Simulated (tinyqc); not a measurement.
# MOS inversion layer, Poisson-Schroedinger loop, step by step

tinyqc, about 1 s, one thread, Intel Xeon 2.30GHz (shared host): `OMP_NUM_THREADS=1 python tinyqc.py 2160047 2160048 out.jsonl` Printed values are rounded.

Electrons confined at an insulator interface at z = 0, treated as a hard wall; parabolic valleys, Hartree approximation, no image or exchange terms. The depletion charge lies far deeper than the electrons and gives a uniform field q Nd/(eps0 eps_r); the gate balances all charge. Energies are counted from the band edge at the interface.

Values chosen for this exercise; masses and permittivity close to those of silicon (100): temperature T = 300 K; relative permittivity eps_r = 11.5; mass along z of valley set A (2 valley(s)) mz1 = 0.932 m0; in-plane density-of-states mass of set A md1 = 0.193 m0; mass along z of valley set B (4 valley(s)) mz2 = 0.191 m0; in-plane density-of-states mass of set B md2 = 0.412 m0; sheet density of electrons Ns = 4.5e12 cm^-2; sheet density of depletion charge Nd = 8.6e11 cm^-2; extra shift of set B (strain) dE = 0 eV; mesh step hz = 1 nm; mixing factor a = 0.5.

Constants: q = 1.602176634e-19 C, kB = 1.380649e-23 J/K, hbar = 1.054571817e-34 J s, m0 = 9.1093837015e-31 kg, Vt = kB T/q, eps0 = 8.8541878128e-14 F/cm where lengths are in cm, hbar^2/(2 m0) = 0.0380998212 eV nm^2. Results are converted to the units shown.

## Fixed part of the potential

| node | z (nm) |
|---|---|
| 1 | 1 |
| 2 | 2 |
| 3 | 3 |
| 4 | 4 |
| 5 | 5 |
| 6 | 6 |
| 7 | 7 |
| 8 | 8 |
| 9 | 9 |
| 10 | 10 |
| 11 | 11 |
| 12 | 12 |
| 13 | 13 |
| 14 | 14 |

V0 = q Nd z/(eps0 eps_r) in eV.

| node | fixed potential V0 (eV) |
|---|---|
| 1 | 0.013532 |
| 2 | 0.027064 |
| 3 | 0.040596 |
| 4 | 0.054128 |
| 5 | 0.067660 |
| 6 | 0.081192 |
| 7 | 0.094724 |
| 8 | 0.108256 |
| 9 | 0.121788 |
| 10 | 0.135320 |
| 11 | 0.148852 |
| 12 | 0.162384 |
| 13 | 0.175916 |
| 14 | 0.189448 |

## Round 1: levels and probability densities

| node | self-consistent potential U at the start (eV) |
|---|---|
| 1 | 0 |
| 2 | 0 |
| 3 | 0 |
| 4 | 0 |
| 5 | 0 |
| 6 | 0 |
| 7 | 0 |
| 8 | 0 |
| 9 | 0 |
| 10 | 0 |
| 11 | 0 |
| 12 | 0 |
| 13 | 0 |
| 14 | 0 |

Tridiagonal Hamiltonian with psi = 0 one step beyond both ends: H_ii = C (1/m_(i-1/2) + 1/m_(i+1/2))/hz^2 + V0_i + U_i (+ dE for the set B), H_(i,i+1) = -C/(m_(i+1/2) hz^2), C = hbar^2/(2 m0). The lowest 2 level(s) of each valley set are kept, normalised to hz sum |psi|^2 = 1. The mass is the same on all intervals.

levels (eV): A1 0.044888, A2 0.077167, B1 0.077074, B2 0.134203

| node | \|psi\|^2 of A1 (1/nm) | \|psi\|^2 of A2 (1/nm) | \|psi\|^2 of B1 (1/nm) | \|psi\|^2 of B2 (1/nm) |
|---|---|---|---|---|
| 1 | 0.268201 | 0.218831 | 0.063417 | 0.060773 |
| 2 | 0.407727 | 0.043017 | 0.179297 | 0.118276 |
| 3 | 0.231154 | 0.094361 | 0.239009 | 0.065837 |
| 4 | 0.074289 | 0.299172 | 0.216162 | 0.002387 |
| 5 | 0.015862 | 0.228959 | 0.150155 | 0.031859 |
| 6 | 0.002449 | 0.089253 | 0.085133 | 0.119918 |
| 7 | 0.000288 | 0.022030 | 0.040835 | 0.178141 |
| 8 | 0.000027 | 0.003825 | 0.016967 | 0.171653 |
| 9 | 0.000002 | 0.000498 | 0.006210 | 0.124371 |
| 10 | 0.000000 | 0.000051 | 0.002026 | 0.072396 |
| 11 | 0.000000 | 0.000004 | 0.000593 | 0.034960 |
| 12 | 0.000000 | 0.000000 | 0.000156 | 0.014070 |
| 13 | 0.000000 | 0.000000 | 0.000035 | 0.004491 |
| 14 | 0.000000 | 0.000000 | 0.000005 | 0.000866 |

## Round 1: Fermi level and occupations

Level k holds N_k = D_k Vt ln(1 + exp((EF - E_k)/Vt)) with D = 2 md1 m0 q/(pi hbar^2) for the set A, D = 4 md2 m0 q/(pi hbar^2) for the set B per eV (spin included); EF is fixed by sum N_k = Ns.

EF = 0.0244060 eV
N_k (cm^-2): A1 1.55695e12, A2 5.09150e11, B1 2.18112e12, B2 2.52788e11

## Round 1: density, output potential and mixing

n_i = sum_k N_k |psi_k|^2 (converted to cm^-3). Hartree part by Gauss: on the interval before node i the electrons still beyond are S_i = Ns - hz sum_(j<i) n_j, and U_i = U_(i-1) + q S_i hz/(eps0 eps_r) in eV, U_0 = 0 at the interface. Mixing: U(new) = U + a (U(out) - U).

| node | n (1e19 cm^-3) | U(out) (eV) | U after round 1 (eV) |
|---|---|---|---|
| 1 | 0.68267 | 0.070807 | 0.035404 |
| 2 | 1.07768 | 0.130872 | 0.065436 |
| 3 | 0.94589 | 0.173980 | 0.086990 |
| 4 | 0.74007 | 0.202205 | 0.101102 |
| 5 | 0.47683 | 0.218785 | 0.109392 |
| 6 | 0.26526 | 0.227862 | 0.113931 |
| 7 | 0.14576 | 0.232765 | 0.116382 |
| 8 | 0.08239 | 0.235374 | 0.117687 |
| 9 | 0.04524 | 0.236688 | 0.118344 |
| 10 | 0.02275 | 0.237289 | 0.118645 |
| 11 | 0.01013 | 0.237533 | 0.118766 |
| 12 | 0.00390 | 0.237617 | 0.118808 |
| 13 | 0.00121 | 0.237639 | 0.118820 |
| 14 | 0.00023 | 0.237643 | 0.118821 |

## Round 2: levels and probability densities

As before.

levels (eV): A1 0.100799, A2 0.158633, B1 0.161607, B2 0.237709

| node | \|psi\|^2 of A1 (1/nm) | \|psi\|^2 of A2 (1/nm) | \|psi\|^2 of B1 (1/nm) | \|psi\|^2 of B2 (1/nm) |
|---|---|---|---|---|
| 1 | 0.607934 | 0.246987 | 0.142904 | 0.084335 |
| 2 | 0.325125 | 0.115357 | 0.294338 | 0.093627 |
| 3 | 0.059993 | 0.392893 | 0.269440 | 0.009766 |
| 4 | 0.006427 | 0.191795 | 0.165725 | 0.026535 |
| 5 | 0.000490 | 0.045212 | 0.079579 | 0.127636 |
| 6 | 0.000029 | 0.006910 | 0.032021 | 0.196240 |
| 7 | 0.000001 | 0.000774 | 0.011206 | 0.188481 |
| 8 | 0.000000 | 0.000068 | 0.003486 | 0.134982 |
| 9 | 0.000000 | 0.000005 | 0.000977 | 0.077832 |
| 10 | 0.000000 | 0.000000 | 0.000249 | 0.037620 |
| 11 | 0.000000 | 0.000000 | 0.000058 | 0.015559 |
| 12 | 0.000000 | 0.000000 | 0.000012 | 0.005509 |
| 13 | 0.000000 | 0.000000 | 0.000002 | 0.001591 |
| 14 | 0.000000 | 0.000000 | 0.000000 | 0.000287 |

## Round 2: Fermi level and occupations

As before.

EF = 0.0973887 eV
N_k (cm^-2): A1 2.62346e12, A2 3.72871e11, B1 1.42566e12, B2 7.80041e10

## Round 2: density, output potential and mixing

As before.

| node | n (1e19 cm^-3) | U(out) (eV) | U after round 2 (eV) |
|---|---|---|---|
| 1 | 1.89730 | 0.070807 | 0.053105 |
| 2 | 1.32290 | 0.111760 | 0.088598 |
| 3 | 0.68878 | 0.131898 | 0.109444 |
| 4 | 0.32671 | 0.141198 | 0.121150 |
| 5 | 0.14155 | 0.145356 | 0.127374 |
| 6 | 0.06361 | 0.147288 | 0.130609 |
| 7 | 0.03097 | 0.148219 | 0.132301 |
| 8 | 0.01552 | 0.148662 | 0.133175 |
| 9 | 0.00747 | 0.148861 | 0.133602 |
| 10 | 0.00329 | 0.148943 | 0.133794 |
| 11 | 0.00130 | 0.148972 | 0.133869 |
| 12 | 0.00045 | 0.148982 | 0.133895 |
| 13 | 0.00013 | 0.148984 | 0.133902 |
| 14 | 0.00002 | 0.148985 | 0.133903 |

## Course of the self-consistent loop

Start from U = 0. Stop when the largest |U(out) - U| is below 1e-7 eV, or after 120 rounds.

Course of the iteration:

| round | level A1 (eV) | EF (eV) | largest \|U(out) - U\| (eV) |
|---|---|---|---|
| 1 | 0.0448877 | 0.0244060 | 0.238 |
| 2 | 0.100799 | 0.0973887 | 0.0463 |
| 3 | 0.120486 | 0.117554 | 0.0216 |
| 4 | 0.129993 | 0.127127 | 0.0104 |
| 5 | 0.134667 | 0.131818 | 5.04e-3 |
| 6 | 0.136978 | 0.134135 | 2.46e-3 |
| 7 | 0.138124 | 0.135283 | 1.21e-3 |
| 8 | 0.138693 | 0.135853 | 5.94e-4 |
| 9 | 0.138976 | 0.136136 | 2.93e-4 |
| ... | ... | ... | ... |
| 13 | 0.139239 | 0.136400 | 1.78e-5 |
| 14 | 0.139248 | 0.136408 | 8.84e-6 |
| 15 | 0.139252 | 0.136413 | 4.41e-6 |
| 16 | 0.139254 | 0.136415 | 2.20e-6 |
| 17 | 0.139255 | 0.136416 | 1.10e-6 |
| 18 | 0.139256 | 0.136416 | 5.47e-7 |
| 19 | 0.139256 | 0.136417 | 2.73e-7 |
| 20 | 0.139256 | 0.136417 | 1.36e-7 |
| 21 | 0.139256 | 0.136417 | 6.81e-8 |

Converged in 21 rounds. Towards the end the residual shrinks by a factor of about 0.50 a round.

## Converged levels, occupations and centroid

| node | converged U (eV) |
|---|---|
| 1 | 0.070807 |
| 2 | 0.109557 |
| 3 | 0.129426 |
| 4 | 0.139359 |
| 5 | 0.144161 |
| 6 | 0.146548 |
| 7 | 0.147767 |
| 8 | 0.148375 |
| 9 | 0.148660 |
| 10 | 0.148780 |
| 11 | 0.148825 |
| 12 | 0.148840 |
| 13 | 0.148843 |
| 14 | 0.148844 |

Solve for the levels with V0 + U, find EF, n_i = sum_k N_k |psi_k|^2 (in cm^-3); share of each level N_k/Ns; centroid sum n z/sum n.

levels (eV): A1 0.139256, A2 0.198361, B1 0.201634, B2 0.271279
EF = 0.136417 eV
shares (%): A1 59.2607, A2 8.0740, B1 30.5255, B2 2.1398

| node | n (1e19 cm^-3) |
|---|---|
| 1 | 2.03729 |
| 2 | 1.20000 |
| 3 | 0.63143 |
| 4 | 0.32611 |
| 5 | 0.15348 |
| 6 | 0.07426 |
| 7 | 0.03875 |
| 8 | 0.02063 |
| 9 | 0.01041 |
| 10 | 0.00477 |
| 11 | 0.00194 |
| 12 | 0.00069 |
| 13 | 0.00020 |
| 14 | 0.00004 |

centroid = 2.10211 nm

An 800-node mesh to 24 nm with 8 levels a set gives A1 = 0.1402 eV, EF = 0.1379 eV and a centroid of 2.202 nm; the levels kept above hold 97.5 % of the electrons there. The coarse centroid is 4.5 % below the fine one.

## Closed-form estimates

Triangular well: E_k = a_k (C F^2/mz)^(1/3), a_1 = 2.338107, a_2 = 4.087949, C = hbar^2/(2 m0), F in eV/nm. Fang-Howard (all electrons in the lowest level of set A): b^3 = 6 (mz1/C) q (Nd + 11 Ns/32)/(eps0 eps_r), centroid 3/b, level C b^2/(4 mz1) + (3/b) q (Nd + 11 Ns/16)/(eps0 eps_r). Use F = q (Nd + Ns)/(eps0 eps_r), the surface field, and F = q (Nd + Ns/2)/(eps0 eps_r).

A1 with the surface field = 0.154900 eV
A1 with Nd + Ns/2 = 0.107758 eV
A2 with Nd + Ns/2 = 0.188404 eV
b = 1.77142 1/nm
Fang-Howard centroid = 1.69356 nm
Fang-Howard level = 0.137429 eV

Against the self-consistent A1 = 0.1402 eV on a fine mesh, the surface-field estimate is 10 % above it, the half-charge one 23 % below it and Fang-Howard 2.0 % below it. A1 holds 60.1 % of the electrons, and the Fang-Howard centroid is 23 % below the full one.
